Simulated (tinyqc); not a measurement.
# Resistance of a tapered via with liner, size effect and interface: via resistance against the sidewall angle

A round via whose diameter grows from db at the bottom as D(z) = db + 2 z/tan(ang). The fill, of diameter D - 2 tl, starts above the bottom liner (thickness fb tl) and has rho = rho0 (1 + ks lam/(D - 2 tl)); the sidewall liner conducts in parallel with it. The bottom liner and the interface are crossed over the full area pi db^2/4. Spreading in the lines above and below is left out.

Slices between z0 = fb tl and hv, evaluated at their midpoints: conductance per length pi/4 [(D - 2 tl)^2/rho + (D^2 - (D - 2 tl)^2)/rl], slice resistance = slice height over that. 2000 slices. R_fill = sum of the slices; R_bottom = rl fb tl/(pi db^2/4); R_interface = ri/(pi db^2/4); ballistic (Sharvin) limit 1/(Sb pi (db - 2 tl)^2/4); ideal cylinder rho0 hv/(pi db^2/4).

Parameters, values chosen for the exercise; fill metal close to ruthenium:
- db = 53 nm (diameter at the bottom)
- hv = 160 nm (height)
- rho0 = 8.02 uohm cm (bulk resistivity of the fill)
- lam = 6.61 nm (mean free path of the fill)
- ks = 0.8 (size-effect factor)
- tl = 0 nm (liner on the sidewall)
- fb = 0.7 (liner at the bottom over that on the sidewall)
- rl = 300 uohm cm (resistivity of the liner)
- ri = 9.3e-13 ohm cm^2 (interface resistivity at the bottom)
- Sb = 1.5e15 S/m^2 (ballistic conductance per area, about 3/(4 rho0 lam))

The same in every row: R_bottom (ohm) = 0; R_interface (ohm) = 0.042154; ballistic limit (ohm) = 0.30218.

Result of one run:
```
R_fill (ohm)  R (ohm)  R over ideal cylinder  largest part
4.8062         4.8483                0.83356          fill
```

Which sidewall angle ang gave this result: 89, 88, 87 or 84 degrees?

ang = 87 degrees.

The whole series:
```
ang (degrees)  R_fill (ohm)  R (ohm)  R over ideal cylinder  largest part
90                   6.3967   6.4389                 1.1070          fill
89                   5.7618   5.8040                0.99786          fill
88                   5.2411   5.2833                0.90834          fill
87                   4.8062   4.8483                0.83356          fill
86                   4.4372   4.4793                0.77012          fill
84                   3.8444   3.8866                0.66821          fill
82                   3.3883   3.4305                0.58980          fill
```

R falls from 6.44 to 3.43 ohm. The fill is the largest part at ang = 90 and in all other rows. The share of the two bottom terms goes from 0.655 to 1.23 %.

Program tinyqc, `OMP_NUM_THREADS=1 python tinyqc.py 2750166 2750167 out.jsonl`; Intel Xeon 2.30GHz, shared host, one thread, about 0.01 s.
